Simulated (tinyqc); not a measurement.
From results back to parameters: image-charge renormalisation of a gap near a dielectric or metal. Three cases, with inputs chosen for the exercise.

Problem. A small molecule or defect in vacuum at height z above the image plane of a substrate has both its electron and hole levels stabilised by (e^2/4 pi eps0)(es - 1)/((es + 1) 4 z), so its gap shrinks by twice that. The reduced gap is given.

Constants: e^2/(4 pi eps0) = 14.39964547 eV angstrom.

Case 1.

Values chosen: E0 = 4.11 eV (quasiparticle gap far from the surface); es = 2.3 (dielectric constant of the substrate (1e4: a metal)).

gap near the surface = 3.63728 eV

Case 2.

Values chosen: E0 = 6.31 eV (quasiparticle gap far from the surface); es = 25 (dielectric constant of the substrate (1e4: a metal)).

gap near the surface = 4.56106 eV

Case 3.

Values chosen: E0 = 8.78 eV (quasiparticle gap far from the surface); es = 25 (dielectric constant of the substrate (1e4: a metal)).

gap near the surface = 7.15903 eV

Find: reduction; (es - 1)/(es + 1); z.

Solution. z = (e^2/4 pi eps0)(es - 1)/((es + 1) 2 x reduction). Local and hybrid functionals miss this shift, since it is a non-local correlation effect.

Case 1.

reduction = 0.4727 eV
(es - 1)/(es + 1) = 0.3939
z = 6.00 angstrom

Case 2.

reduction = 1.7489 eV
(es - 1)/(es + 1) = 0.9231
z = 3.80 angstrom

Case 3.

reduction = 1.6210 eV
(es - 1)/(es + 1) = 0.9231
z = 4.10 angstrom

Computed by tinyqc, one run a case: `OMP_NUM_THREADS=1 python tinyqc.py N N+1 out.jsonl` with N = 1880254, 1880255, 1880257; one thread of a shared Intel(R) Xeon(R) Processor @ 2.30GHz, about 0.02 s a run at most.
